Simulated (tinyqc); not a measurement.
Empirical pseudopotential in a few plane waves, step by step. Computed by tinyqc, a small Python program that keeps every step. Settings: plane-wave index or count = 15. Command: `OMP_NUM_THREADS=1 python tinyqc.py 21272 21273 out.jsonl` (the two numbers bound the seeds that draw the settings). One thread of a shared host (Intel(R) Xeon(R) Processor @ 2.60GHz), about 0.3 s of CPU time with the checks.

## Bloch Hamiltonian at k

Parameters chosen for this model: fcc lattice, atoms at +/- a/8 (1,1,1); form factors in rydberg at |G|^2 in units of (2 pi/a)^2:
```
parameter                 value      unit
a                      6.240000  angstrom
VS(3)                 -0.219000        Ry
VS(8)                  0.003000        Ry
VS(11)                 0.038000        Ry
VA(3)                  0.121000        Ry
VA(4)                  0.031000        Ry
VA(11)                 0.020000        Ry
hbar^2/2m (2 pi/a)^2   3.862900        eV
```

k point k (2 pi / a): [0.340000, 0.580000, -0.170000]

Basis: the 15 shortest G (labels in 2 pi/a), the same at every k. H(G,G') = c |k + G|^2 delta + VS(|G-G'|^2) cos((G-G').tau) + i VA sin((G-G').tau), tau = a/8 (1,1,1); 1 Ry = 13.605693 eV.

H(k) at k (eV), order +0+0+0, -1-1-1, -1-1+1, -1+1-1, -1+1+1, +1-1-1, +1-1+1, +1+1-1, +1+1+1, -2+0+0, +0-2+0, +0+0-2, +0+0+2, +0+2+0, +2+0+0:
```
[[1.857669, 2.106928+1.164102i, -2.106928+1.164102i, -2.106928+1.164102i, -2.106928-1.164102i, -2.106928+1.164102i, -2.106928-1.164102i, -2.106928-1.164102i, 2.106928-1.164102i, 0.000000+0.421776i, 0.000000+0.421776i, 0.000000+0.421776i, 0.000000-0.421776i, 0.000000-0.421776i, 0.000000-0.421776i],
 [2.106928-1.164102i, 7.652019, 0.000000-0.421776i, 0.000000-0.421776i, -0.040817, 0.000000-0.421776i, -0.040817, -0.040817, 0.000000, -2.106928-1.164102i, -2.106928-1.164102i, -2.106928-1.164102i, -0.365586+0.192414i, -0.365586+0.192414i, -0.365586+0.192414i],
 [-2.106928-1.164102i, 0.000000+0.421776i, 5.025247, 0.040817, 0.000000-0.421776i, 0.040817, 0.000000-0.421776i, 0.000000, -0.040817, -2.106928+1.164102i, -2.106928+1.164102i, 0.365586+0.192414i, 2.106928-1.164102i, -0.365586-0.192414i, -0.365586-0.192414i],
 [-2.106928-1.164102i, 0.000000+0.421776i, 0.040817, 16.613947, 0.000000-0.421776i, 0.040817, 0.000000, 0.000000-0.421776i, -0.040817, -2.106928+1.164102i, 0.365586+0.192414i, -2.106928+1.164102i, -0.365586-0.192414i, 2.106928-1.164102i, -0.365586-0.192414i],
 [-2.106928+1.164102i, -0.040817, 0.000000+0.421776i, 0.000000+0.421776i, 13.987175, 0.000000, 0.040817, 0.040817, 0.000000-0.421776i, 2.106928+1.164102i, -0.365586+0.192414i, -0.365586+0.192414i, -2.106928-1.164102i, -2.106928-1.164102i, 0.365586-0.192414i],
 [-2.106928-1.164102i, 0.000000+0.421776i, 0.040817, 0.040817, 0.000000, 12.905563, 0.000000-0.421776i, 0.000000-0.421776i, -0.040817, 0.365586+0.192414i, -2.106928+1.164102i, -2.106928+1.164102i, -0.365586-0.192414i, -0.365586-0.192414i, 2.106928-1.164102i],
 [-2.106928+1.164102i, -0.040817, 0.000000+0.421776i, 0.000000, 0.040817, 0.000000+0.421776i, 10.278791, 0.040817, 0.000000-0.421776i, -0.365586+0.192414i, 2.106928+1.164102i, -0.365586+0.192414i, -2.106928-1.164102i, 0.365586-0.192414i, -2.106928-1.164102i],
 [-2.106928+1.164102i, -0.040817, 0.000000, 0.000000+0.421776i, 0.040817, 0.000000+0.421776i, 0.040817, 21.867491, 0.000000-0.421776i, -0.365586+0.192414i, -0.365586+0.192414i, 2.106928+1.164102i, 0.365586-0.192414i, -2.106928-1.164102i, -2.106928-1.164102i],
 [2.106928+1.164102i, 0.000000, -0.040817, -0.040817, 0.000000+0.421776i, -0.040817, 0.000000+0.421776i, 0.000000+0.421776i, 19.240719, -0.365586-0.192414i, -0.365586-0.192414i, -0.365586-0.192414i, -2.106928+1.164102i, -2.106928+1.164102i, -2.106928+1.164102i],
 [0.000000-0.421776i, -2.106928+1.164102i, -2.106928-1.164102i, -2.106928-1.164102i, 2.106928-1.164102i, 0.365586-0.192414i, -0.365586-0.192414i, -0.365586-0.192414i, -0.365586+0.192414i, 12.055725, 0.040817, 0.040817, -0.040817, -0.040817, 0.000000],
 [0.000000-0.421776i, -2.106928+1.164102i, -2.106928-1.164102i, 0.365586-0.192414i, -0.365586-0.192414i, -2.106928-1.164102i, 2.106928-1.164102i, -0.365586-0.192414i, -0.365586+0.192414i, 0.040817, 8.347341, 0.040817, -0.040817, 0.000000, -0.040817],
 [0.000000-0.421776i, -2.106928+1.164102i, 0.365586-0.192414i, -2.106928-1.164102i, -0.365586-0.192414i, -2.106928-1.164102i, -0.365586-0.192414i, 2.106928-1.164102i, -0.365586+0.192414i, 0.040817, 0.040817, 19.936041, 0.000000, -0.040817, -0.040817],
 [0.000000+0.421776i, -0.365586-0.192414i, 2.106928+1.164102i, -0.365586+0.192414i, -2.106928+1.164102i, -0.365586+0.192414i, -2.106928+1.164102i, 0.365586+0.192414i, -2.106928-1.164102i, -0.040817, -0.040817, 0.000000, 14.682497, 0.040817, 0.040817],
 [0.000000+0.421776i, -0.365586-0.192414i, -0.365586+0.192414i, 2.106928+1.164102i, -2.106928+1.164102i, -0.365586+0.192414i, 0.365586+0.192414i, -2.106928+1.164102i, -2.106928-1.164102i, -0.040817, 0.000000, -0.040817, 0.040817, 26.271198, 0.040817],
 [0.000000+0.421776i, -0.365586-0.192414i, -0.365586+0.192414i, -0.365586+0.192414i, 0.365586+0.192414i, 2.106928+1.164102i, -2.106928+1.164102i, -2.106928+1.164102i, -2.106928-1.164102i, 0.000000, -0.040817, -0.040817, 0.040817, 0.040817, 22.562813]]
```

## Levels at k

Diagonalise the Hermitian matrix.

eigenvalues (eV): [-3.303284, 3.793598, 6.125986, 6.888534, 10.377568, 11.994169, 13.218369, 13.616889, 16.065096, 17.478699, 18.422891, 20.936242, 23.270318, 25.214229, 29.184934]

## Bands along a path

The same steps at evenly spaced points between the labelled ones.

Bands along the path (eV), lowest eight:
```
k            band 1    band 2    band 3    band 4     band 5     band 6     band 7     band 8
L         -2.998720  3.127574  7.223321  7.223321   8.938047  12.653197  12.653197  15.678726
L-G 0.20  -3.332538  3.537214  7.174602  7.174602   8.970843  12.573806  12.573806  14.886761
L-G 0.40  -3.694185  4.325590  7.245128  7.245128   9.185420  12.556772  12.556772  13.373215
L-G 0.60  -4.002548  5.382672  7.396225  7.396225   9.428294  12.043897  12.367105  12.367105
L-G 0.80  -4.205223  6.600028  7.557174  7.557174   9.091506  11.593298  12.016850  12.016850
G         -4.275464  7.629174  7.629174  7.629174   8.233164  11.846385  11.846385  11.846385
G-X 0.20  -4.181765  6.511677  7.422172  7.422172   9.428889  11.169779  12.257349  12.257349
G-X 0.40  -3.910923  5.275763  6.998441  6.998441  10.272055  10.761310  13.287741  13.287741
G-X 0.60  -3.497940  4.209987  6.621353  6.621353   9.638073  11.125910  14.039791  14.665914
G-X 0.80  -3.016081  3.399191  6.421995  6.421995   9.252063  10.812685  15.598331  16.265557
X         -2.591669  2.981823  6.457860  6.457860   9.104420  10.786423  17.529405  18.055628
```

With 4 band(s) filled, the highest filled level on these points lies at G and the lowest empty one at G: a gap of 0.6040 eV, direct. This holds for the small fixed basis; with all plane waves up to |k + G|^2 = 21 (2 pi/a)^2 the gap along the path is 0.82 eV.

## Convergence with the number of plane waves

Levels at G counted from the fourth one.

Levels (eV):
```
plane waves     level 1   level 5   level 8
9            -14.451943  0.843553  1.405326
15           -11.904638  0.603990  4.217211
27           -11.232320  0.849107  4.334468
51           -10.896589  0.764003  4.676737
59           -10.843067  0.816081  4.551849
65           -10.835323  0.807820  4.546151
89           -10.824507  0.810579  4.546566
```
